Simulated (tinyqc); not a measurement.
# Changing the temperature T

Model: q-state Potts model on a small periodic square lattice: enumeration, Metropolis, heat-bath and Wolff steps. Computed by tinyqc, a small Python program. Command: `OMP_NUM_THREADS=1 python tinyqc.py 3114298 3114299 out.jsonl potts sweep`. One thread of a shared host (Intel(R) Xeon(R) Processor @ 2.30GHz), about 0.01 s of CPU time with the checks.

E = -J x (number of nearest-neighbour bonds with equal states); n x n sites with periodic edges have 2 n^2 bonds. Order parameter m = (q f - 1)/(q - 1), f being the largest share of one state. Sites are numbered row by row from 0. Here q = 3 and n = 3.

Inputs (values chosen for the exercise, for a model of domains or grain orientations): number of states q = 3; edge n = 3; coupling J = 17 meV.

Constants: k_B = 8.617333262e-05 eV/K.

Method:
- K = J/(k_B T); the infinite square lattice orders at K_c = ln(1 + sqrt(q)); Wolff bond probability p = 1 - exp(-K).
- All q^(n^2) states are counted by their number b of equal bonds; weights g(b) exp(K b), K = J/(k_B T). Per site: u = -J <b>/n^2, c/k_B = K^2 (<b^2> - <b>^2)/n^2.
- ln Z = ln sum g(b) exp(K b); entropy per site s/k_B = (ln Z - K <b>)/n^2.
- The same sums with m: <m> and the Binder ratio U = 1 - <m^4>/(3 <m^2>^2).

One run for each value:
```
temperature T (K),heat capacity c (k_B/site),entropy s (k_B/site),<m>,energy u (meV/site)
68.0,2.5052e-03,0.1223,0.99997,-33.999
90.7,2.7523e-02,0.1255,0.99946,-33.976
121.0,1.6596e-01,0.1485,0.99420,-33.759
161.0,6.5723e-01,0.2541,0.95807,-32.444
215.0,1.2563e+00,0.5480,0.80675,-27.644
287.0,7.5749e-01,0.8563,0.58026,-21.103
382.0,2.9053e-01,0.9964,0.43873,-17.182
510.0,1.1858e-01,1.0512,0.36627,-15.134
680.0,5.4896e-02,1.0748,0.32680,-13.954
```

Describe and explain the trends.

Over the rows, heat capacity c (k_B/site) goes from 0.00251 through a maximum among these rows, 1.26 at 215, to 0.0549; entropy s (k_B/site) rises from 0.122 to 1.07 (exponent d ln y / d ln x 0.089 between the first rows and 0.077 between the last); <m> falls from 1.000 to 0.327 (exponent d ln y / d ln x -0.0018 between the first rows and -0.40 between the last). The entropy runs between ln(q)/n^2 = 0.122 and ln q = 1.099 k_B per site.

Extremes, crossings and ranges named in words are read from the listed rows.
